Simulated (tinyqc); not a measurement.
What moves the carrier density: donors on two lattice sites with valley-orbit split states.

Each donor binds at most one electron, in any of its states. For a site s, W_s = sum over its states of g exp(E/kT), and the ionised share is 1/(1 + W_s exp(eta)), eta = (EF - Ec)/kT; n = Nc F_1/2(eta); neutrality n + NA = ND x (mean ionised share, the two sites in equal numbers); holes are neglected. Nc from N = 2 (m kB T/(4 pi c))^(3/2) with c = hbar^2/2m0, in 1/angstrom^3; times 1e24 for 1/cm^3, m = md. F_j(eta) = (1/Gamma(j + 1)) integral_0^infinity x^j dx/(1 + exp(x - eta)), which tends to exp(eta) for eta << 0.

Mobility (Caughey-Thomas form): mu = mu0 + (mu1 (T/300)^(-ga) - mu0)/(1 + ((ND + NA)/Nr)^de); rho = 1/(e n mu), e = 1.602176634e-19 C.

Constants: hbar^2/2m0 = 3.80998211 eV angstrom^2; kB = 8.617333262e-05 eV/K.

Inputs chosen for the exercise (near those of nitrogen in 4H-SiC; the results hold for these values, not for the real material):
```
symbol  value                    unit        meaning
md      0.818                    m0          density-of-states mass of the conduction band
E       (61, 54.1, 115.3, 69.3)  meV         binding energies of h ground, h excited, k ground, k excited
g       (2, 4, 2, 4)                         their degeneracies with spin
ND      1.2e+17                  1/cm^3      donors, half on each site
NA      0                        1/cm^3      compensating acceptors, all ionised
T       400                      K
mu0     37                       cm^2/(V s)  mobility at heavy doping
mu1     978                      cm^2/(V s)  mobility at light doping and 300 K
Nr      2.1e+17                  1/cm^3      reference doping
de      0.61                                 doping exponent
ga      2.4                                  temperature exponent
```

All results formed anew.

Results for these values:
```
case     eta  n (1/cm^3)  rho (ohm cm)
base  -5.653   1.001e+17        0.2064
```

What happens to each result for NA = 1.2e+16 1/cm^3, all else kept?

Answer: eta falls from -5.653 to -5.762; n falls from 1.001e+17 to 8.983e+16; rho rises from 0.2064 to 0.2351.

The same for each parameter in turn:
```
case                                eta  n (1/cm^3)  rho (ohm cm)
base                             -5.653   1.001e+17        0.2064
E = (66, 54.1, 115.3, 69.3) meV  -5.655   9.988e+16        0.2069
md = 0.9 m0                      -5.777   1.021e+17        0.2025
ND = 2.4e+17 1/cm^3              -5.074   1.784e+17        0.1375
NA = 1.2e+16 1/cm^3              -5.762   8.983e+16        0.2351
T = 430 K                        -5.726   1.038e+17        0.2346
Nr = 4.2e+17 1/cm^3              -5.653   1.001e+17        0.1800
```

Run: tinyqc, `OMP_NUM_THREADS=1 python tinyqc.py 1652623 1652624 out.jsonl`; Intel(R) Xeon(R) Processor @ 2.30GHz, one thread, shared host; about 0.01 s of CPU time with all checks.
